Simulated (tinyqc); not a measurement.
Changing the particle radius h: wafer bonding and layer transfer: bond energy, gap closing, particles, bonding of dissimilar wafers and hydrogen blisters. Computed by tinyqc, a small Python program. Command: `OMP_NUM_THREADS=1 python tinyqc.py 3000445 3000446 out.jsonl bond sweep`. One thread of a shared host (Intel(R) Xeon(R) Processor @ 2.30GHz), about 0.01 s of CPU time with the checks.

gamma is the energy per area of each of the two surfaces; plates are isotropic, and both wafers have E1 and t1.

Inputs (values chosen for the exercise, for model wafers):
```
quantity             value        unit
Young's modulus E1     138         GPa
Poisson ratio nu      0.18           -
thickness t1           525  micrometre
blade thickness t_b     50  micrometre
crack length L        10.8          mm
```

Pair: two equal wafers.

Method. Two cantilevers opened by t_b: gamma = 3 t_b^2 E1 t1^3 E2 t2^3/(16 L^4 (E1 t1^3 + E2 t2^3)). E' = E1/(1 - nu^2), equal wafers assumed. Void radius in the plate regime: R_v = [(2/3) E' t1^3/gamma]^(1/4) h^(1/2). Below h_crit = 5 sqrt(t1 gamma/E') the wafers deform locally and R_v is of the order of h (taken as h).

One run for each value:
```
particle radius h (micrometre)  void radius (micrometre)  critical particle radius (micrometre)
0.01                                           1.000e-02                                 0.1779
0.024                                          2.400e-02                                 0.1779
0.056                                          5.600e-02                                 0.1779
0.13                                           1.300e-01                                 0.1779
0.32                                           1.423e+03                                 0.1779
0.75                                           2.178e+03                                 0.1779
1.8                                            3.374e+03                                 0.1779
4.2                                            5.154e+03                                 0.1779
10                                             7.952e+03                                 0.1779
```

What does the table show, and why?

At the high end the exponent of void radius is 0.50, close to 0.50: plate bending. The void radius jumps by orders of magnitude at the critical particle size, where bending of the whole wafer takes over.
